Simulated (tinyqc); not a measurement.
Plane-wave Kohn-Sham cycle with exchange-only LDA in a layered model solid, step by step. Computed by tinyqc, a small Python program that keeps every step. Settings: points = 16, plane-wave index or count = 3, electrons = 2, k points = 4, area = 37.0, mixing = 0.1, iteration cap = 59. Command: `OMP_NUM_THREADS=1 python tinyqc.py 28507 28508 out.jsonl` (the two numbers bound the seeds that draw the settings). One thread of a shared host (Intel(R) Xeon(R) Processor @ 2.60GHz), about 0.04 s of CPU time with the checks.

A solid whose potential varies along x alone (atomic units):
```
parameter                      value
period a                   13.900000
cross-section of the cell  37.000000
electrons per cell                 2
grid points                       16
plane waves -n..n, n               3
k points                           4
V1 in V1 cos(2 pi x/a)     -0.100000
```

Stop when sqrt(dV sum R^2) is below 1e-8, dV = a A/N.

Course of the cycle:
```
iteration  E (hartree)  norm of the residual
1           -0.3037702              8.29e-02
2           -0.2758630              6.64e-02
3           -0.2577405              5.06e-02
4           -0.2472866              3.60e-02
5           -0.2421393              2.34e-02
6           -0.2400568              1.39e-02
7           -0.2393752              7.89e-03
8           -0.2391891              4.82e-03
9           -0.2391434              3.53e-03
10          -0.2391322              2.97e-03
11          -0.2391288              2.63e-03
...                ...                   ...
49          -0.2391228              4.18e-05
50          -0.2391228              3.75e-05
51          -0.2391228              3.36e-05
52          -0.2391228              3.01e-05
53          -0.2391228              2.70e-05
54          -0.2391228              2.42e-05
55          -0.2391228              2.17e-05
56          -0.2391228              1.95e-05
57          -0.2391228              1.75e-05
58          -0.2391228              1.57e-05
59          -0.2391228              1.41e-05
```

Can the last value be used, and what does the course show?

Not by the stop rule, although the second column moves by less than 1e-07 over the last three steps. Not converged within 59 iterations: the residual falls steadily but slowly, by a factor of about 0.90 a step. Reruns (cap 100 unless said): mixing 0.5, Kerker q0 1.0: converged in 61 (E = -0.23912); mixing 0.3, Pulay depth 5: converged in 11 (E = -0.23912); the original settings with a cap of 400: converged in 126 (E = -0.23912).
